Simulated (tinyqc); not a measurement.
Inside a calculation. Method: plane-wave Kohn-Sham cycle with exchange-only LDA in a layered model solid. One step of it, computed by the program tinyqc.

Question. Iteration 1: levels at that k. Diagonalise the Hermitian matrix.

H (hartree), order -3, -2, -1, +0, +1, +2, +3:
$$\begin{pmatrix}
0.433403 & -0.330000 & 0.090000 & 0.000000 & 0.000000 & 0.000000 & 0.000000 \\
-0.330000 & 0.070883 & -0.330000 & 0.090000 & 0.000000 & 0.000000 & 0.000000 \\
0.090000 & -0.330000 & -0.146629 & -0.330000 & 0.090000 & 0.000000 & 0.000000 \\
0.000000 & 0.090000 & -0.330000 & -0.219133 & -0.330000 & 0.090000 & 0.000000 \\
0.000000 & 0.000000 & 0.090000 & -0.330000 & -0.146629 & -0.330000 & 0.090000 \\
0.000000 & 0.000000 & 0.000000 & 0.090000 & -0.330000 & 0.070883 & -0.330000 \\
0.000000 & 0.000000 & 0.000000 & 0.000000 & 0.090000 & -0.330000 & 0.433403
\end{pmatrix}$$

Give: eigenvalues.

Answer.

eigenvalues (hartree): [-0.634, -0.461, -0.233, 0.030, 0.315, 0.698, 0.780]
